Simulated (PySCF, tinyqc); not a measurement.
RKS/BLYP in the sto-6g basis, for H6, spin multiplicity 1, step by step (part 1 of 2). The lowest restricted solution is unstable here: a spin-polarised one lies 0.0028 hartree lower (PySCF). Computed by tinyqc, a small Python program that keeps every step (integrals from PySCF). Settings: charge = 0, multiplicity = 1, basis = sto-6g, energy threshold = 1e-09, iteration cap = 89, orthogonalisation = symmetric, start = core, DIIS depth = 4, DIIS from iteration = 2, method = RKS, functional = blyp, grid = [40, 14]. Command: `OMP_NUM_THREADS=1 python tinyqc.py 23745 23746 out.jsonl` (the two numbers bound the seeds that draw the settings). One thread of a shared host (Intel(R) Xeon(R) Processor @ 2.60GHz), about 2 s of CPU time with the checks. Later iterations appear only in the table of the cycle.

## One-electron integrals

Geometry (angstrom):
```
atom         x         y         z
H     0.000000  0.000000  0.000000
H     0.000000  0.000000  1.378000
H     0.000000  0.000000  2.652000
H     0.000000  0.000000  4.031000
H     0.000000  0.000000  5.304000
H     0.000000  0.000000  6.683000
```

Basis sto-6g: exponents (1/bohr^2) and contraction coefficients of normalised primitives:
```
element  l (shell)   exponent  coefficient
H            s (1)  35.523221     0.009164
H            s (1)   6.513144     0.049361
H            s (1)   1.822143     0.168538
H            s (1)   0.625955     0.370563
H            s (1)   0.243077     0.416492
H            s (1)   0.100112     0.130334
```

Overlap, kinetic and nuclear-attraction integrals over the contracted functions; the nuclear repulsion is the sum of Za Zb / Rab.

nuclear repulsion = 3.45668253 hartree

overlap S, order 1H 1s, 2H 1s, 3H 1s, 4H 1s, 5H 1s, 6H 1s:
$$\begin{pmatrix}
1.000000 & 0.305071 & 0.040194 & 0.003056 & 0.000198 & 0.000007 \\
0.305071 & 1.000000 & 0.351439 & 0.040124 & 0.003768 & 0.000198 \\
0.040194 & 0.351439 & 1.000000 & 0.304649 & 0.040194 & 0.003056 \\
0.003056 & 0.040124 & 0.304649 & 1.000000 & 0.351909 & 0.040194 \\
0.000198 & 0.003768 & 0.040194 & 0.351909 & 1.000000 & 0.304649 \\
0.000007 & 0.000198 & 0.003056 & 0.040194 & 0.304649 & 1.000000
\end{pmatrix}$$

kinetic energy T (hartree), order 1H 1s, 2H 1s, 3H 1s, 4H 1s, 5H 1s, 6H 1s:
$$\begin{pmatrix}
0.768522 & 0.022912 & -0.008672 & -0.001204 & -0.000115 & -0.000006 \\
0.022912 & 0.768522 & 0.039364 & -0.008663 & -0.001430 & -0.000115 \\
-0.008672 & 0.039364 & 0.768522 & 0.022776 & -0.008672 & -0.001204 \\
-0.001204 & -0.008663 & 0.022776 & 0.768522 & 0.039547 & -0.008672 \\
-0.000115 & -0.001430 & -0.008672 & 0.039547 & 0.768522 & 0.022776 \\
-0.000006 & -0.000115 & -0.001204 & -0.008672 & 0.022776 & 0.768522
\end{pmatrix}$$

nuclear attraction V (hartree), order 1H 1s, 2H 1s, 3H 1s, 4H 1s, 5H 1s, 6H 1s:
$$\begin{pmatrix}
-2.130794 & -0.610337 & -0.078514 & -0.005773 & -0.000364 & -0.000012 \\
-0.610337 & -2.466167 & -0.784411 & -0.082992 & -0.007380 & -0.000363 \\
-0.078514 & -0.784411 & -2.562248 & -0.680056 & -0.083148 & -0.005773 \\
-0.005773 & -0.082992 & -0.680056 & -2.562478 & -0.785657 & -0.078512 \\
-0.000364 & -0.007380 & -0.083148 & -0.785657 & -2.466301 & -0.609357 \\
-0.000012 & -0.000363 & -0.005773 & -0.078512 & -0.609357 & -2.130509
\end{pmatrix}$$

core Hamiltonian H = T + V (hartree), order 1H 1s, 2H 1s, 3H 1s, 4H 1s, 5H 1s, 6H 1s:
$$\begin{pmatrix}
-1.362272 & -0.587426 & -0.087186 & -0.006977 & -0.000480 & -0.000018 \\
-0.587426 & -1.697645 & -0.745046 & -0.091655 & -0.008810 & -0.000479 \\
-0.087186 & -0.745046 & -1.793726 & -0.657279 & -0.091820 & -0.006977 \\
-0.006977 & -0.091655 & -0.657279 & -1.793956 & -0.746110 & -0.087185 \\
-0.000480 & -0.008810 & -0.091820 & -0.746110 & -1.697779 & -0.586581 \\
-0.000018 & -0.000479 & -0.006977 & -0.087185 & -0.586581 & -1.361987
\end{pmatrix}$$

## Two-electron integrals

Functions are numbered as in S; the eight-fold symmetry (ij|kl) = (ji|kl) = (kl|ij) leaves the list below.

Two-electron integrals (ij|kl) in chemists' order, unique and non-zero (hartree):
```
(11|11) 0.774999   (21|11) 0.169414   (21|21) 0.054304   (22|11) 0.372656
(22|21) 0.169414   (22|22) 0.774999   (31|11) 0.015860   (31|21) 0.005722
(31|22) 0.021380   (31|31) 0.000723   (32|11) 0.093525   (32|21) 0.041613
(32|22) 0.201376   (32|31) 0.006566   (32|32) 0.073886   (33|11) 0.199476
(33|21) 0.083548   (33|22) 0.398165   (33|31) 0.015860   (33|32) 0.201376
(33|33) 0.774999   (41|11) 0.000897   (41|21) 0.000337   (41|22) 0.001326
(41|31) 0.000047   (41|32) 0.000465   (41|33) 0.001326   (41|41) 3.45e-06
(42|11) 0.008245   (42|21) 0.003445   (42|22) 0.015829   (42|31) 0.000573
(42|32) 0.006553   (42|33) 0.021339   (42|41) 0.000047   (42|42) 0.000720
(43|11) 0.048661   (43|21) 0.019040   (43|22) 0.083414   (43|31) 0.003447
(43|32) 0.041544   (43|33) 0.169129   (43|41) 0.000337   (43|42) 0.005703
(43|43) 0.054141   (44|11) 0.131277   (44|21) 0.048721   (44|22) 0.199401
(44|31) 0.008258   (44|32) 0.093479   (44|33) 0.372423   (44|41) 0.000897
(44|42) 0.015829   (44|43) 0.169129   (44|44) 0.774999   (51|11) 0.000044
(51|21) 0.000017   (51|22) 0.000072   (51|31) 2.61e-06   (51|32) 0.000028
(51|33) 0.000085   (51|41) 2.08e-07   (51|42) 3.04e-06   (51|43) 0.000024
(51|44) 0.000070   (51|51) 1.34e-08   (52|11) 0.000637   (52|21) 0.000255
(52|22) 0.001131   (52|31) 0.000043   (52|32) 0.000484   (52|33) 0.001637
(52|41) 3.72e-06   (52|42) 0.000059   (52|43) 0.000498   (52|44) 0.001637
(52|51) 2.57e-07   (52|52) 0.000005   (53|11) 0.005471   (53|21) 0.002062
(53|22) 0.008619   (53|31) 0.000354   (53|32) 0.004072   (53|33) 0.015860
(53|41) 0.000035   (53|42) 0.000591   (53|43) 0.005714   (53|44) 0.021379
(53|51) 2.61e-06   (53|52) 0.000059   (53|53) 0.000723   (54|11) 0.040047
(54|21) 0.014443   (54|22) 0.057038   (54|31) 0.002334   (54|32) 0.025236
(54|33) 0.093624   (54|41) 0.000239   (54|42) 0.004070   (54|43) 0.041611
(54|44) 0.201706   (54|51) 0.000020   (54|52) 0.000484   (54|53) 0.006574
(54|54) 0.074102   (55|11) 0.099769   (55|21) 0.035138   (55|22) 0.134788
(55|31) 0.005471   (55|32) 0.056972   (55|33) 0.199476   (55|41) 0.000527
(55|42) 0.008606   (55|43) 0.083456   (55|44) 0.398423   (55|51) 0.000044
(55|52) 0.001131   (55|53) 0.015860   (55|54) 0.201706   (55|55) 0.774999
(61|11) 1.15e-06   (61|21) 4.49e-07   (61|22) 1.91e-06   (61|31) 7.41e-08
(61|32) 8.25e-07   (61|33) 2.84e-06   (61|41) 6.57e-09   (61|42) 1.03e-07
(61|43) 8.83e-07   (61|44) 2.84e-06   (61|52) 9.35e-09   (61|53) 1.03e-07
(61|54) 8.26e-07   (61|55) 1.91e-06   (62|11) 0.000027   (62|21) 0.000010
(62|22) 0.000044   (62|31) 1.73e-06   (62|32) 0.000019   (62|33) 0.000070
(62|41) 1.61e-07   (62|42) 2.60e-06   (62|43) 0.000024   (62|44) 0.000084
(62|51) 1.17e-08   (62|52) 2.56e-07   (62|53) 3.04e-06   (62|54) 0.000028
(62|55) 0.000072   (62|62) 1.34e-08   (63|11) 0.000358   (63|21) 0.000131
(63|22) 0.000527   (63|31) 0.000022   (63|32) 0.000239   (63|33) 0.000897
(63|41) 2.11e-06   (63|42) 0.000035   (63|43) 0.000337   (63|44) 0.001326
(63|51) 1.61e-07   (63|52) 3.72e-06   (63|53) 0.000047   (63|54) 0.000465
(63|55) 0.001326   (63|61) 6.57e-09   (63|62) 2.08e-07   (63|63) 3.45e-06
(64|11) 0.004020   (64|21) 0.001420   (64|22) 0.005470   (64|31) 0.000222
(64|32) 0.002331   (64|33) 0.008258   (64|41) 0.000022   (64|42) 0.000354
(64|43) 0.003447   (64|44) 0.015860   (64|51) 1.73e-06   (64|52) 0.000043
(64|53) 0.000573   (64|54) 0.006574   (64|55) 0.021379   (64|61) 7.41e-08
(64|62) 2.61e-06   (64|63) 0.000047   (64|64) 0.000723   (65|11) 0.026970
(65|21) 0.009335   (65|22) 0.035086   (65|31) 0.001418   (65|32) 0.014404
(65|33) 0.048661   (65|41) 0.000131   (65|42) 0.002055   (65|43) 0.019018
(65|44) 0.083456   (65|51) 0.000010   (65|52) 0.000255   (65|53) 0.003447
(65|54) 0.041611   (65|55) 0.169129   (65|61) 4.49e-07   (65|62) 0.000017
(65|63) 0.000337   (65|64) 0.005714   (65|65) 0.054141   (66|11) 0.079183
(66|21) 0.027005   (66|22) 0.099751   (66|31) 0.004020   (66|32) 0.039990
(66|33) 0.131277   (66|41) 0.000358   (66|42) 0.005461   (66|43) 0.048661
(66|44) 0.199476   (66|51) 0.000027   (66|52) 0.000637   (66|53) 0.008258
(66|54) 0.093624   (66|55) 0.372423   (66|61) 1.15e-06   (66|62) 0.000044
(66|63) 0.000897   (66|64) 0.015860   (66|65) 0.169129   (66|66) 0.774999
```

## Orthogonalisation

S = U s U^T; symmetric (Loewdin) form X = U s^(-1/2) U^T, so that X^T S X = 1.

eigenvalues of S: [0.460604, 0.592667, 0.834701, 1.068328, 1.396272, 1.647429]

X, order 1H 1s, 2H 1s, 3H 1s, 4H 1s, 5H 1s, 6H 1s:
$$\begin{pmatrix}
1.038914 & -0.170638 & 0.025557 & -0.003786 & 0.000742 & -0.000120 \\
-0.170638 & 1.094743 & -0.206027 & 0.027123 & -0.004770 & 0.000740 \\
0.025557 & -0.206027 & 1.096216 & -0.179474 & 0.027149 & -0.003783 \\
-0.003786 & 0.027123 & -0.179474 & 1.096376 & -0.206328 & 0.025556 \\
0.000742 & -0.004770 & 0.027149 & -0.206328 & 1.094786 & -0.170395 \\
-0.000120 & 0.000740 & -0.003783 & 0.025556 & -0.170395 & 1.038802
\end{pmatrix}$$

## Starting guess

The start is the orbitals of the core Hamiltonian; D = 2 C_occ C_occ^T.

D at the start, order 1H 1s, 2H 1s, 3H 1s, 4H 1s, 5H 1s, 6H 1s:
$$\begin{pmatrix}
0.094186 & 0.319611 & -0.091344 & -0.193850 & 0.206611 & 0.079596 \\
0.319611 & 1.308516 & 0.174960 & -0.636384 & 0.418232 & 0.206039 \\
-0.091344 & 0.174960 & 1.200265 & 0.456108 & -0.637930 & -0.193817 \\
-0.193850 & -0.636384 & 0.456108 & 1.198281 & 0.176858 & -0.090535 \\
0.206611 & 0.418232 & -0.637930 & 0.176858 & 1.307042 & 0.318187 \\
0.079596 & 0.206039 & -0.193817 & -0.090535 & 0.318187 & 0.093498
\end{pmatrix}$$

## Iteration 1: exchange-correlation on the grid

Becke grid with 40 radial and 14 angular points per atom, points of zero weight dropped. rho = sum D_ij phi_i phi_j; V_xc,ij = sum w v_xc phi_i phi_j plus the gradient terms; v_xc is d(rho eps)/d rho at fixed gradient.

The 12 grid points with the largest w rho, of 3258 (bohr, atomic units):
```
x                  y         z         w       rho  |grad rho|^2     eps_xc       v_xc
0.669044    0.669044  3.273087  0.193413  0.055250      0.014028  -0.346819  -0.391986
-0.669044  -0.669044  3.273087  0.193413  0.055250      0.014028  -0.346819  -0.391986
0.669044   -0.669044  3.273087  0.193413  0.055250      0.014028  -0.346819  -0.391986
-0.669044   0.669044  3.273087  0.193413  0.055250      0.014028  -0.346819  -0.391986
-0.669044  -0.669044  9.354063  0.193357  0.055258      0.014012  -0.346798  -0.392007
0.669044    0.669044  9.354063  0.193357  0.055258      0.014012  -0.346798  -0.392007
-0.669044   0.669044  9.354063  0.193357  0.055258      0.014012  -0.346798  -0.392007
0.669044   -0.669044  9.354063  0.193357  0.055258      0.014012  -0.346798  -0.392007
-0.669044  -0.669044  5.680598  0.198386  0.053228      0.012807  -0.342855  -0.387390
0.669044    0.669044  5.680598  0.198386  0.053228      0.012807  -0.342855  -0.387390
0.669044   -0.669044  5.680598  0.198386  0.053228      0.012807  -0.342855  -0.387390
-0.669044   0.669044  5.680598  0.198386  0.053228      0.012807  -0.342855  -0.387390
```

electrons on the grid, sum of w rho = 6.006587

E_xc = sum of w rho eps_xc = -2.16536675 hartree

V_xc (hartree), order 1H 1s, 2H 1s, 3H 1s, 4H 1s, 5H 1s, 6H 1s:
$$\begin{pmatrix}
-0.274225 & -0.100274 & -0.013249 & -0.000948 & -0.000058 & -0.000002 \\
-0.100274 & -0.482496 & -0.145081 & -0.014482 & -0.001237 & -0.000058 \\
-0.013249 & -0.145081 & -0.480937 & -0.122351 & -0.014509 & -0.000947 \\
-0.000948 & -0.014482 & -0.122351 & -0.480848 & -0.145302 & -0.013243 \\
-0.000058 & -0.001237 & -0.014509 & -0.145302 & -0.482384 & -0.100022 \\
-0.000002 & -0.000058 & -0.000947 & -0.013243 & -0.100022 & -0.273719
\end{pmatrix}$$

## Iteration 1: building the Kohn-Sham matrix

J_ij = sum D_kl (ij|kl); F = H + J + V_xc; E = tr D H + tr D J / 2 + E_xc + E_nn.

Coulomb J (hartree), order 1H 1s, 2H 1s, 3H 1s, 4H 1s, 5H 1s, 6H 1s:
$$\begin{pmatrix}
1.290871 & 0.514168 & 0.075413 & 0.005944 & 0.000391 & 0.000014 \\
0.514168 & 2.213129 & 0.797673 & 0.088454 & 0.007960 & 0.000390 \\
0.075413 & 0.797673 & 2.480283 & 0.720316 & 0.088601 & 0.005942 \\
0.005944 & 0.088454 & 0.720316 & 2.479722 & 0.798553 & 0.075366 \\
0.000391 & 0.007960 & 0.088601 & 0.798553 & 2.212111 & 0.512998 \\
0.000014 & 0.000390 & 0.005942 & 0.075366 & 0.512998 & 1.289186
\end{pmatrix}$$

Kohn-Sham matrix F (hartree), order 1H 1s, 2H 1s, 3H 1s, 4H 1s, 5H 1s, 6H 1s:
$$\begin{pmatrix}
-0.345625 & -0.173531 & -0.025023 & -0.001980 & -0.000147 & -0.000006 \\
-0.173531 & 0.032989 & -0.092454 & -0.017683 & -0.002087 & -0.000147 \\
-0.025023 & -0.092454 & 0.205621 & -0.059314 & -0.017728 & -0.001982 \\
-0.001980 & -0.017683 & -0.059314 & 0.204918 & -0.092859 & -0.025062 \\
-0.000147 & -0.002087 & -0.017728 & -0.092859 & 0.031948 & -0.173605 \\
-0.000006 & -0.000147 & -0.001982 & -0.025062 & -0.173605 & -0.346520
\end{pmatrix}$$

total energy of this density = -2.51678748 hartree

## Iteration 1: diagonalisation and new density

Diagonalise F' = X^T F X, C = X C', fill 3 alpha and 3 beta electrons from the bottom; D = 2 C_occ C_occ^T. Each column has its largest component positive (the first on a tie).

F' = X^T F X (hartree):
$$\begin{pmatrix}
-0.310942 & -0.148774 & 0.025384 & -0.004565 & 0.000977 & -0.000168 \\
-0.148774 & 0.142773 & -0.174862 & 0.027436 & -0.005714 & 0.000975 \\
0.025384 & -0.174862 & 0.319014 & -0.158742 & 0.027464 & -0.004562 \\
-0.004565 & 0.027436 & -0.158742 & 0.318472 & -0.175090 & 0.025382 \\
0.000977 & -0.005714 & 0.027464 & -0.175090 & 0.141707 & -0.148574 \\
-0.000168 & 0.000975 & -0.004562 & 0.025382 & -0.148574 & -0.311928
\end{pmatrix}$$

orbital energies (hartree): MO1 -0.357342, MO2 -0.356450, MO3 0.023463, MO4 0.087663, MO5 0.318416, MO6 0.583345

coefficients C, order 1H 1s, 2H 1s, 3H 1s, 4H 1s, 5H 1s, 6H 1s:
$$\begin{pmatrix}
0.066686 & 0.938185 & -0.237769 & -0.301296 & -0.233828 & 0.150002 \\
0.011384 & 0.155337 & 0.425475 & 0.616352 & 0.653548 & -0.508412 \\
0.002236 & 0.008522 & 0.385649 & 0.273360 & -0.533484 & 0.877279 \\
0.008741 & 0.001013 & 0.390292 & -0.265325 & -0.536014 & -0.876421 \\
0.155343 & -0.010846 & 0.435764 & -0.610452 & 0.653162 & 0.507455 \\
0.938198 & -0.067606 & -0.242634 & 0.297458 & -0.233131 & -0.149415
\end{pmatrix}$$

D after iteration 1, order 1H 1s, 2H 1s, 3H 1s, 4H 1s, 5H 1s, 6H 1s:
$$\begin{pmatrix}
1.882345 & 0.090660 & -0.167102 & -0.182531 & -0.206854 & 0.113656 \\
0.090660 & 0.410576 & 0.330866 & 0.332632 & 0.370980 & -0.206111 \\
-0.167102 & 0.330866 & 0.297605 & 0.301087 & 0.336613 & -0.184100 \\
-0.182531 & 0.332632 & 0.301087 & 0.304810 & 0.342844 & -0.173132 \\
-0.206854 & 0.370980 & 0.336613 & 0.342844 & 0.428279 & 0.081490 \\
0.113656 & -0.206111 & -0.184100 & -0.173132 & 0.081490 & 1.887313
\end{pmatrix}$$

## Iteration 2: exchange-correlation on the grid

As before.

The 12 grid points with the largest w rho, of 3258 (bohr, atomic units):
```
x                  y          z         w       rho  |grad rho|^2     eps_xc       v_xc
0.669044   -0.669044  13.298084  0.206286  0.065037      0.026234  -0.371102  -0.412499
-0.669044   0.669044  13.298084  0.206286  0.065037      0.026234  -0.371102  -0.412499
0.669044    0.669044  13.298084  0.206286  0.065037      0.026234  -0.371102  -0.412499
-0.669044  -0.669044  13.298084  0.206286  0.065037      0.026234  -0.371102  -0.412499
0.579602   -0.579602  12.049438  0.136590  0.098048      0.056378  -0.413634  -0.469972
-0.579602  -0.579602  12.049438  0.136590  0.098048      0.056378  -0.413634  -0.469972
-0.579602   0.579602  12.049438  0.136590  0.098048      0.056378  -0.413634  -0.469972
0.579602    0.579602  12.049438  0.136590  0.098048      0.056378  -0.413634  -0.469972
0.669044    0.669044  -0.669044  0.206286  0.064905      0.026125  -0.370893  -0.412238
-0.669044  -0.669044  -0.669044  0.206286  0.064905      0.026125  -0.370893  -0.412238
0.669044   -0.669044  -0.669044  0.206286  0.064905      0.026125  -0.370893  -0.412238
-0.669044   0.669044  -0.669044  0.206286  0.064905      0.026125  -0.370893  -0.412238
```

electrons on the grid, sum of w rho = 6.003984

E_xc = sum of w rho eps_xc = -2.13341084 hartree

V_xc (hartree), order 1H 1s, 2H 1s, 3H 1s, 4H 1s, 5H 1s, 6H 1s:
$$\begin{pmatrix}
-0.512044 & -0.113496 & -0.012397 & -0.000809 & -0.000047 & -0.000002 \\
-0.113496 & -0.378476 & -0.112773 & -0.011161 & -0.000962 & -0.000047 \\
-0.012397 & -0.112773 & -0.361043 & -0.092533 & -0.011231 & -0.000813 \\
-0.000809 & -0.011161 & -0.092533 & -0.363256 & -0.113934 & -0.012465 \\
-0.000047 & -0.000962 & -0.011231 & -0.113934 & -0.381828 & -0.113641 \\
-0.000002 & -0.000047 & -0.000813 & -0.012465 & -0.113641 & -0.512299
\end{pmatrix}$$

## Iteration 2: building the Kohn-Sham matrix

As before.

Coulomb J (hartree), order 1H 1s, 2H 1s, 3H 1s, 4H 1s, 5H 1s, 6H 1s:
$$\begin{pmatrix}
2.059594 & 0.555740 & 0.065395 & 0.004590 & 0.000281 & 0.000010 \\
0.555740 & 1.711367 & 0.552310 & 0.059283 & 0.005426 & 0.000281 \\
0.065395 & 0.552310 & 1.555744 & 0.455890 & 0.059604 & 0.004612 \\
0.004590 & 0.059283 & 0.455890 & 1.564604 & 0.557357 & 0.065810 \\
0.000281 & 0.005426 & 0.059604 & 0.557357 & 1.726225 & 0.557999 \\
0.000010 & 0.000281 & 0.004612 & 0.065810 & 0.557999 & 2.066804
\end{pmatrix}$$

Kohn-Sham matrix F (hartree), order 1H 1s, 2H 1s, 3H 1s, 4H 1s, 5H 1s, 6H 1s:
$$\begin{pmatrix}
0.185279 & -0.145182 & -0.034188 & -0.003196 & -0.000245 & -0.000010 \\
-0.145182 & -0.364754 & -0.305509 & -0.043533 & -0.004345 & -0.000244 \\
-0.034188 & -0.305509 & -0.599025 & -0.293923 & -0.043446 & -0.003178 \\
-0.003196 & -0.043533 & -0.293923 & -0.592608 & -0.302687 & -0.033839 \\
-0.000245 & -0.004345 & -0.043446 & -0.302687 & -0.353382 & -0.142222 \\
-0.000010 & -0.000244 & -0.003178 & -0.033839 & -0.142222 & 0.192518
\end{pmatrix}$$

total energy of this density = -2.27895182 hartree

## Iteration 2: diagonalisation and new density

As before.

F' = X^T F X (hartree):
$$\begin{pmatrix}
0.241310 & -0.142810 & 0.028227 & -0.005430 & 0.001282 & -0.000241 \\
-0.142810 & -0.267202 & -0.173568 & 0.029609 & -0.006847 & 0.001277 \\
0.028227 & -0.173568 & -0.504053 & -0.144992 & 0.029570 & -0.005407 \\
-0.005430 & 0.029609 & -0.144992 & -0.497345 & -0.173774 & 0.028170 \\
0.001282 & -0.006847 & 0.029570 & -0.173774 & -0.255430 & -0.142701 \\
-0.000241 & 0.001277 & -0.005407 & 0.028170 & -0.142701 & 0.248307
\end{pmatrix}$$

orbital energies (hartree): MO1 -0.695097, MO2 -0.519866, MO3 -0.259194, MO4 -0.140836, MO5 0.283662, MO6 0.296916

coefficients C, order 1H 1s, 2H 1s, 3H 1s, 4H 1s, 5H 1s, 6H 1s:
$$\begin{pmatrix}
-0.005522 & -0.002517 & 0.088403 & 0.132179 & 0.918721 & -0.489649 \\
0.136407 & -0.361076 & 0.729741 & 0.588552 & -0.418391 & 0.260454 \\
0.583851 & -0.574780 & -0.353256 & -0.659503 & 0.142577 & -0.162593 \\
0.558292 & 0.604544 & -0.285307 & 0.687419 & 0.029204 & 0.215094 \\
0.123132 & 0.351618 & 0.684748 & -0.646856 & -0.206525 & -0.449634 \\
-0.005226 & 0.001657 & 0.079547 & -0.139664 & 0.498509 & 0.913475
\end{pmatrix}$$

D after iteration 2, order 1H 1s, 2H 1s, 3H 1s, 4H 1s, 5H 1s, 6H 1s:
$$\begin{pmatrix}
0.015704 & 0.129334 & -0.066012 & -0.059654 & 0.117937 & 0.014114 \\
0.129334 & 1.363008 & 0.058790 & -0.700662 & 0.779048 & 0.113476 \\
-0.066012 & 0.058790 & 1.592089 & 0.158533 & -0.744207 & -0.064208 \\
-0.059654 & -0.700662 & 0.158533 & 1.517126 & 0.171897 & -0.049222 \\
0.117937 & 0.779048 & -0.744207 & 0.171897 & 1.215353 & 0.108818 \\
0.014114 & 0.113476 & -0.064208 & -0.049222 & 0.108818 & 0.012716
\end{pmatrix}$$
